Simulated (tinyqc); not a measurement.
Gamma, L and X subbands of a thin body with non-parabolic valleys: one step. Valley groups. Three cases, with inputs chosen for the exercise.

Task: List degeneracy, edge, m_z, m_d and a.

Hard walls, flat band, c = hbar^2/2m0, energies from the bulk Gamma edge. For a valley at angle theta to the normal 1/m_z = cos^2/ml + sin^2/mt and m_d = sqrt(ml mt^2/m_z). Subband n starts at E_v + e with e (1 + a e) = c (n pi/t)^2/m_z, and its density-of-states mass is taken as m_d (1 + 2 a e), without further growth at higher in-plane energy. Groups are named by valley and degeneracy.

Constants: hbar^2/2m0 = 3.80998211 eV angstrom^2.

Give: Groups.

Case 1.

Values chosen (near those of a thin InAs channel; not measured data): face = 100 (surface); mG = 0.0265 m0 (Gamma mass); aG = 2.29 1/eV (Gamma non-parabolicity); EL = 0.709 eV (L edge above Gamma); mL = (0.65, 0.051) m0 (L valleys (four, along <111>): ml, mt); EX = 0.996 eV (X edge above Gamma); mX = (1.09, 0.163) m0 (X valleys (three, along <100>): ml, mt); aS = 0.68 1/eV (non-parabolicity of L and X).

Result:

Groups:
```
group  g  E_v (eV)     m_z     m_d  a (1/eV)
G1     1     0.000  0.0265  0.0265      2.29
L4     4     0.709  0.0736  0.1515      0.68
X1     1     0.996  1.0900  0.1630      0.68
X2     2     0.996  0.1630  0.4215      0.68
```

Case 2.

Values chosen (near those of a thin GaSb channel; not measured data): face = 111 (surface); mG = 0.0395 m0 (Gamma mass); aG = 1.14 1/eV (Gamma non-parabolicity); EL = 0.062 eV (L edge above Gamma); mL = (1.281, 0.098) m0 (L valleys (four, along <111>): ml, mt); EX = 0.345 eV (X edge above Gamma); mX = (1.459, 0.222) m0 (X valleys (three, along <100>): ml, mt); aS = 0.64 1/eV (non-parabolicity of L and X).

Result:

Groups:
```
group  g  E_v (eV)     m_z     m_d  a (1/eV)
G1     1     0.000  0.0395  0.0395      1.14
L1     1     0.062  1.2810  0.0980      0.64
L3     3     0.062  0.1092  0.3356      0.64
X3     3     0.345  0.3095  0.4820      0.64
```

Case 3.

Values chosen (near those of a thin Ge channel; not measured data): face = 100 (surface); mG = 0.0379 m0 (Gamma mass); aG = 1.02 1/eV (Gamma non-parabolicity); EL = -0.172 eV (L edge above Gamma); mL = (1.539, 0.085) m0 (L valleys (four, along <111>): ml, mt); EX = 0.014 eV (X edge above Gamma); mX = (0.876, 0.196) m0 (Delta valleys (six, along <100>): ml, mt); aS = 0.54 1/eV (non-parabolicity of L and X).

Result:

Groups:
```
group  g  E_v (eV)     m_z     m_d  a (1/eV)
G1     1     0.000  0.0379  0.0379      1.02
L4     4    -0.172  0.1241  0.2994      0.54
X2     2     0.014  0.8760  0.1960      0.54
X4     4     0.014  0.1960  0.4144      0.54
```

Computed by tinyqc, one run a case: `OMP_NUM_THREADS=1 python tinyqc.py N N+1 out.jsonl` with N = 1280398, 1280468, 1280812; one thread of a shared Intel(R) Xeon(R) Processor @ 2.30GHz, about 0.04 s a run at most.
